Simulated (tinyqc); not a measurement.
Van der Pauw, Hall and four-point-probe measurements on a doped layer: two steps of the calculation.

A uniform p-type layer with sheet resistance Rs = 1/(q ns mu), point contacts, low field (mu B small).

Values chosen for this exercise: sheet density of the layer ns = 1e12 cm^-2; drift mobility mu = 210 cm^2/(V s); Hall factor rH = 1.1; magnetic field B = 0.3 T; current I = 50 uA; side ratio a/b of a rectangular sample with corner contacts ar = 1.4.

Constants: q = 1.602176634e-19 C. Results are converted to the units shown.

Task 1. Resistances and Hall voltage. Rs = 1/(q ns mu). For a rectangle with contacts at the corners, RA = (8 Rs/pi) sum_(k>=0) ln coth((2k + 1) pi a/(2 b)) with current along a short side b and voltage along the opposite one, RB the same with a and b exchanged; Hall voltage VH = rH B I/(q ns), negative for electrons.

Give: Rs; RA; RB; VH.

Result 1.

Rs = 29721 ohm/square
RA = 1862.1 ohm
RB = 16293 ohm
VH = 10.298 mV

RB/RA = 8.75; for a square both equal Rs ln 2/pi = 6560 ohm.

Task 2. New z. The van der Pauw equation exp(-pi RA z) + exp(-pi RB z) = 1 is solved for z = 1/Rs: e1 = exp(-pi RA z), e2 = exp(-pi RB z), f = e1 + e2 - 1, f' = -pi (RA e1 + RB e2), z(new) = z - f/f'.

z after iteration 2 = 0.033606437 mS
RA = 1862.0919 ohm
RB = 16293.473 ohm

Give: e1; e2; f; f'; z after iteration 3.

Result 2.

e1 = 0.82152
e2 = 0.17903
f = 5.4824e-4
f' = -13.970 kohm
z after iteration 3 = 0.033646 mS

Computed by the program tinyqc: `OMP_NUM_THREADS=1 python tinyqc.py 2850178 2850179 out.jsonl`, one thread of a shared Intel Xeon 2.30GHz, about 0.04 s for the whole run.
